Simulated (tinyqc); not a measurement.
On-chip interconnect, size-dependent resistivity and RC delay: two steps of the calculation.

A rectangular line between two neighbours and two ground planes. Surface and grain-boundary scattering are added to the bulk resistivity as corrections; capacitances are parallel-plate values without fringing; inductance is ignored.

Parameters, values chosen for the exercise; metal values close to those of cobalt:

| symbol | value | unit | meaning |
|---|---|---|---|
| rho0 | 6.19 | uohm cm | bulk resistivity |
| lam | 11.8 | nm | bulk mean free path |
| ps | 0.6 |  | specular share of surface scattering |
| Rg | 0.49 |  | reflection coefficient of grain boundaries |
| gr | 1.5 |  | grain size over the metal width |
| wd | 58 | nm | drawn line width |
| AR | 2.6 |  | aspect ratio, height over width |
| tl | 0.7 | nm | liner on both walls and the bottom, not conducting |
| sp | 58 | nm | space to the neighbouring lines |
| hd | 72 | nm | dielectric height to the planes above and below |
| ek | 2.5 |  | relative permittivity of the dielectric |
| Mf | 2 |  | Miller factor of the neighbours |
| Rd | 11000 | ohm | driver resistance |
| dt | 94 | ps | time step |

Constants: eps0 = 8.8541878128e-12 F/m. Results are converted to the units shown.

Question 1. Resistivity, resistance and capacitance per length. Metal width x = wd - 2 tl, height y = AR wd - tl; grain boundaries (Mayadas-Shatzkes): al = (lam/(gr x)) Rg/(1 - Rg), g = 1/[1 - 3 al/2 + 3 al^2 - 3 al^3 ln(1 + 1/al)] - 1; surfaces (Fuchs-Sondheimer, thick limit): s = (3/8) lam (1 - ps)(1/x + 1/y); rho = rho0 (1 + g + s); r = rho/(x y); c = eps0 ek (2 wd/hd + 2 Mf AR wd/sp).

Find: x; y; al; g; s; rho; r; c.

Answer 1.

x = 56.600 nm
y = 150.10 nm
al = 0.13354
g = 0.19344
s = 0.043064
rho = 7.6540 uohm cm
r = 9.0093 ohm/um
c = 0.26587 fF/um

Question 2. Node voltages after a time step. A 1 V step is applied behind Rd at t = 0. C dv/dt = -G v + b, with G the conductance matrix of the ladder (1/Rs between neighbours, 1/Rd added at node 0) and b = (1 V/Rd, 0, ...). Trapezoidal step: (C/dt + G/2) v(new) = (C/dt - G/2) v + b.

Rs = 195.20088 ohm
C, node 0 to 6 (fF): [2.8802755, 5.7605510, 5.7605510, 5.7605510, 5.7605510, 5.7605510, 5.1802755]
v at t = 1 dt, node 0 to 6 (V): [0.26258350, 0.23489324, 0.21282275, 0.19584399, 0.18355077, 0.17564895, 0.17194949]

Give: v at t = 2 dt.

Answer 2.

v at t = 2 dt, node 0 to 6 (V): [0.3565, 0.3608, 0.3625, 0.3627, 0.3622, 0.3616, 0.3612]

Program tinyqc, `OMP_NUM_THREADS=1 python tinyqc.py 2100079 2100080 out.jsonl`; Intel Xeon 2.30GHz, shared host, one thread, about 0.01 s.
